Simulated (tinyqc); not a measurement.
# Stress and current directions compared

A cubic crystal with three pairs of conduction valleys along x, y and z; non-degenerate electrons, one relaxation time, masses unchanged. Stress s_ij = X a_i a_j with a the unit vector along the stress; strain e_ii = s11 s_ii + s12 (s_jj + s_kk), e_ij = s44 s_ij/2. Valley shift dE = Xu (n.e.n - trace(e)/3) with n the valley axis; share f proportional to exp(-dE/Vt). Inverse mass along the current d: (n.d)^2/ml + (1 - (n.d)^2)/mt; mu/mu0 = sum f (1/m) over the plain mean of 1/m. Rows: direction of the stress, of size |X|; columns: direction of the current and sign.

Inputs (values chosen for the exercise); values close to those of silicon: temperature T = 293 K; compliance s11 = 7.81 1/TPa; compliance s12 = -2.14 1/TPa; compliance s44 = 12.6 1/TPa; shear deformation potential Xu = 9.35 eV; longitudinal mass ml = 0.885 m0; transverse mass mt = 0.196 m0; uniaxial stress (tension positive) X = 130 MPa.

Constants: q = 1.602176634e-19 C, kB = 1.380649e-23 J/K, Vt = kB T/q. Results are converted to the units shown.

mu/mu0:
```
       I [100], tension  I [100], compression  I [110], tension  I [110], compression
[100]             1.102                0.8808             1.025                0.9702
[110]             1.029                0.9732             1.029                0.9732
[001]            0.9491                 1.060            0.9491                 1.060
[111]             1.000                 1.000             1.000                 1.000
```

The largest gain, 1.10, is for stress along [100], tension, current along [100]; the largest loss, 0.881, for [100], compression, current along [100]. Entries equal to one are cases in which the valleys are not split or have equal mass along the current.

tinyqc, about 0.01 s, one thread, Intel Xeon 2.30GHz (shared host): `OMP_NUM_THREADS=1 python tinyqc.py 2530082 2530083 out.jsonl`
